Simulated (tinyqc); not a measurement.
Inversion layer as a triangular well, valleys of the Si type: one step. Valley masses on the (100) face. Two cases, with inputs chosen for the exercise.

Task: Group the valleys by their angle to the normal, heaviest m_z first.

Six ellipsoidal valleys with their long axes along the cube axes, mass ml along the axis and mt across it. For a valley whose axis makes the angle theta with the surface normal, 1/m_z = cos^2(theta)/ml + sin^2(theta)/mt sets the confinement; in the plane the masses are m_1 = mt and m_2 = ml mt/m_z, and m_d = sqrt(m_1 m_2).

Give: Valleys (masses in m0).

Case 1.

Values chosen (out of a larger set: near those of Si; not measured data): ml = 0.909 m0 (longitudinal mass); mt = 0.193 m0 (transverse mass); face = 100 (surface).

Result:

Valleys (masses in m0):

| valleys g | cos^2(theta) | m_z | m_1 | m_2 | m_d |
|---|---|---|---|---|---|
| 2 | 1.0000 | 0.9090 | 0.1930 | 0.1930 | 0.1930 |
| 4 | 0.0000 | 0.1930 | 0.1930 | 0.9090 | 0.4189 |

Case 2.

Values chosen (out of a larger set: near those of Si; not measured data): ml = 0.919 m0 (longitudinal mass); mt = 0.192 m0 (transverse mass); face = 100 (surface).

Result:

Valleys (masses in m0):

| valleys g | cos^2(theta) | m_z | m_1 | m_2 | m_d |
|---|---|---|---|---|---|
| 2 | 1.0000 | 0.9190 | 0.1920 | 0.1920 | 0.1920 |
| 4 | 0.0000 | 0.1920 | 0.1920 | 0.9190 | 0.4201 |

The 2 valleys with the heaviest m_z will give the lowest ladder of subbands.

Computed by tinyqc, one run a case: `OMP_NUM_THREADS=1 python tinyqc.py N N+1 out.jsonl` with N = 1252725, 1280328; one thread of a shared Intel(R) Xeon(R) Processor @ 2.30GHz, about 0.03 s a run at most.
